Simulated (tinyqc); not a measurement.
What moves the results: type-II superlattice in the two-band Kane model. A value that a table varies takes the place of the one given here.

Motion along the axis, period d = a + b, c = hbar^2/2m0. Conduction and light-hole bands couple: (E - Ec)(E - Ev) = Ep c k^2 in each layer, with mass m(E) = (E - Ev)/Ep, which may be negative. The conduction envelope psi and psi'/m(E) are continuous; a layer carries them by [[cos kt, (m/k) sin kt], [-(k/m) sin kt, cos kt]] (cosh and sinh for k^2 < 0), and cos(q d) = tr(M_B M_A)/2. C1 is the first miniband above EvB, with its bottom at tr/2 = +1 and its top at -1; the gap is the bottom of C1 less the top heavy-hole level HH1.

Heavy holes are uncoupled: with e = EvB - E, p = sqrt(mhB e/c), w = sqrt(mhA (EvB - EvA - e)/c), the top level HH1 at q = 0 solves (p/mhB) tan(p b/2) = (w/mhA) tanh(w a/2).

Constants: hbar^2/2m0 = 3.80998211 eV angstrom^2; hc = 1239.841984 eV nm.

Parameters, chosen for this exercise (near those of an InAs/GaSb superlattice; shifted at random, so the results belong to these values and not to a real crystal): b = 51 angstrom (layer B); EcA = 0 eV (conduction edge of A); EvA = -0.417 eV (valence edge of A); EcB = 0.93 eV (conduction edge of B); EvB = 0.115 eV (valence edge of B); EpA = 14.1 eV (coupling energy in A); EpB = 17.7 eV (coupling energy in B); mhA = 0.35 m0 (heavy hole in A); mhB = 0.27 m0 (heavy hole in B); As = (21, 31, 38, 46, 53, 64, 77) angstrom (widths of layer A); a = 41 angstrom (layer A).

## Width of layer A

Bottom of C1 (tr/2 = +1, above EvB), HH1, the gap and hc/gap; widths at which C1 no longer starts above EvB are left out.

Results:

| a (angstrom) | C1 (eV) | HH1 (eV) | gap (meV) | cut-off (micrometre) |
|---|---|---|---|---|
| 21 | 0.4891 | 0.0800 | 409.2 | 3.03 |
| 31 | 0.3602 | 0.0797 | 280.5 | 4.42 |
| 38 | 0.2974 | 0.0797 | 217.7 | 5.69 |
| 46 | 0.2436 | 0.0797 | 163.9 | 7.56 |
| 53 | 0.2074 | 0.0797 | 127.7 | 9.71 |
| 64 | 0.1646 | 0.0797 | 84.9 | 14.60 |
| 77 | 0.1287 | 0.0797 | 49.1 | 25.26 |

From a = 21 to 77 angstrom C1 falls by 360 meV while HH1 moves by -0.3 meV, so layer A tunes the gap, from 409 to 49 meV. The cut-off shifts by 0.139 micrometre per angstrom at the thin end and 0.820 at the thick end: long wavelengths need tight control of the thickness.

## One band or two

Bottom of C1. One band: (k/mA) tan(k a/2) = (kappa/mB) tanh(kappa b/2) with the edge masses (Ec - Ev)/Ep and barrier EcB - EcA. Second row: mA replaced by m(E). The last column is measured against two bands.

Results:

| model | C1 (eV) | gap (meV) | error (meV) |
|---|---|---|---|
| one band, edge masses | 0.2534 | 173.7 | -22.0 |
| m(E) in A only | 0.2210 | 141.3 | -54.4 |
| two bands | 0.2754 | 195.7 | 0.0 |

mA = 0.0296 m0
mB = 0.0460 m0

With edge masses C1 errs by -22 meV, 11 % of the gap. The heavier m(E) in A changes it by -32 meV; the treatment of B changes it by +54 meV, since C1 lies 160 meV above the valence edge of B, where its mass is 0.0091 instead of 0.0460.

## What each parameter does

Bottom and width of C1, HH1 and the gap. Each row changes one parameter from the base and keeps the others.

Results:

| case | C1 (eV) | width (meV) | HH1 (eV) | gap (meV) |
|---|---|---|---|---|
| base | 0.2754 | 32.2 | 0.0797 | 195.7 |
| a = 38 angstrom | 0.2974 | 33.8 | 0.0797 | 217.7 |
| b = 48 angstrom | 0.2727 | 36.5 | 0.0760 | 196.7 |
| EvB = 0.095 eV | 0.2733 | 30.0 | 0.0599 | 213.3 |
| EcB = 0.98 eV | 0.2796 | 29.0 | 0.0797 | 199.9 |
| EvA = -0.447 eV | 0.2708 | 31.6 | 0.0793 | 191.5 |
| EpA = 15.2 eV | 0.2831 | 33.7 | 0.0797 | 203.5 |
| mhB = 0.31 m0 | 0.2754 | 32.2 | 0.0827 | 192.6 |

The largest shifts from the base row, up to three for each result and ties (the steps differ in size, so this ranks the rows, not the parameters). C1 (eV): a +0.0221, EpA +0.0078, EvA -0.0045; unchanged at the printed digits by mhB. width (meV): b +4.4, EcB -3.1, EvB -2.2; unchanged at the printed digits by mhB. HH1 (eV): EvB -0.0197, b -0.0036, mhB +0.0030; unchanged at the printed digits by a, EcB and EpA. gap (meV): a +22.1, EvB +17.6, EpA +7.8.

Computed by tinyqc, a small Python program: `OMP_NUM_THREADS=1 python tinyqc.py 1251212 1251213 out.jsonl` (the numbers bound the seed that draws the inputs); one thread of a shared host (Intel(R) Xeon(R) Processor @ 2.30GHz), about 0.05 s for the whole set of steps.
